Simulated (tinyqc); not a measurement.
Long-channel MOSFET, surface-potential model: one step of the calculation.

n-channel transistor on a uniformly doped p-type body, gradual-channel approximation, constant mobility, Boltzmann statistics, full ionisation. Potentials are counted from the neutral body; V is the electron quasi-Fermi potential, Vsb at the source and Vsb + Vds at the drain. Charges are magnitudes per area.

Task. Inversion charge along the channel. The surface potential psi at channel potential V solves Vgs + Vsb - Vfb - psi = gamma sqrt(G), G = psi - Vt + Vt exp((psi - 2 phiF - V)/Vt). Charge sheet: Qi = Cox gamma [sqrt(G) - sqrt(psi - Vt)]. Pao-Sah: Qi = (Cox gamma/2) integral from 3 Vt to psi of exp((u - 2 phiF - V)/Vt)/sqrt(G(u, V)) du.

Values chosen for this exercise; material values those of a made-up semiconductor:
- T = 250 K (temperature)
- Vfb = -0.62 V (flat-band voltage)
- Vsb = 0.3 V (source-body reverse bias)
- Vgs = 0.34 V (gate-source voltage)

Constants: q = 1.602176634e-19 C, kB = 1.380649e-23 J/K, Vt = kB T/q. Results are converted to the units shown.

V, point 0 to 10 (V): [0.3, 0.305, 0.31, 0.315, 0.32, 0.325, 0.33, 0.335, 0.34, 0.345, 0.35]
phiF = 0.41217452 V
Cox = 1.6896742 uF/cm^2
gamma = 0.19291567 V^0.5

Find: psi; Qi, charge sheet; Qi, Pao-Sah.

Result.

```
point  psi (V)  Qi, charge sheet (nC/cm^2)  Qi, Pao-Sah (nC/cm^2)
0        1.063                      0.1995                 0.2016
1        1.063                      0.1583                 0.1600
2        1.063                      0.1256                 0.1270
3        1.063                     0.09969                 0.1008
4        1.063                     0.07909                0.07993
5        1.063                     0.06273                0.06340
6        1.063                     0.04976                0.05029
7        1.063                     0.03946                0.03988
8        1.063                     0.03129                0.03163
9        1.063                     0.02482                0.02508
10       1.063                     0.01968                0.01989
```

At the source the charge-sheet charge is 1.1 % below the Pao-Sah one.

Computed by the program tinyqc: `OMP_NUM_THREADS=1 python tinyqc.py 2360067 2360068 out.jsonl`, one thread of a shared Intel Xeon 2.30GHz, about 0.05 s for the whole run.
